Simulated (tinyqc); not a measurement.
Current of a Schottky diode by thermionic-emission-diffusion theory, and its read-back from I-V-T and C-V data: one step, computed by the program tinyqc. Command: `OMP_NUM_THREADS=1 python tinyqc.py 3012510 3012511 out.jsonl schottky walk`. One thread of a shared host (Intel(R) Xeon(R) Processor @ 2.30GHz), about 0.01 s of CPU time with the checks.

Full ionisation, no tunnelling, no recombination current. V is the voltage across the junction itself, forward positive.

Problem. Read-back from the I-V curve. N_c(T) = N_c (T/300 K)^(3/2); V_bi = phi_0 - (k_B T/e) ln(N_c(T)/N); surface field F = sqrt(2 e N (V_bi - V - k_B T/e)/(eps eps_0)); image lowering d_phi = sqrt(e F/(4 pi eps eps_0)); effective barrier phi = phi_0 - d_phi. Collection velocity v_R = A* T^2/(e N_c(T)); diffusion velocity v_D = mu F; J = e N_c(T) v_R/(1 + v_R/v_D) exp(-phi/k_B T) [exp(e V/k_B T) - 1]. Ideality n = (e/k_B T)/(d ln J/dV) by a central difference of +/- 1 mV; J_0 = J exp(-e V/(n k_B T)); apparent barrier phi_IV = k_B T ln(A* T^2/J_0); a C-V plot gives phi_CV = phi_0, the mean without lowering.

Inputs (values chosen for the exercise, modelled on n-type GaAs):
```
quantity,value,unit
Richardson constant A*,7.83,A/(cm^2 K^2)
"effective density of states at 300 K, N_c",4.6e+17,1/cm^3
permittivity eps,12.9,-
mobility mu,4600,cm^2/(V s)
barrier without image force phi_0,0.732,eV
doping N,4.2e+16,1/cm^3
junction voltage V,0.4,V
temperature T,300,K
```

Barrier: uniform.

Constants: k_B = 8.617333262e-05 eV/K; e = 1.602176634e-19 C; eps_0 = 8.8541878128e-12 F/m.

Give: ideality factor n; extrapolated J_0; apparent barrier phi_IV; phi_CV - phi_IV.

Solution.

ideality factor n = 1.028

extrapolated J_0 = 1.340e-06 A/cm^2

apparent barrier phi_IV = 0.6977 eV

phi_CV - phi_IV = 34.30 meV
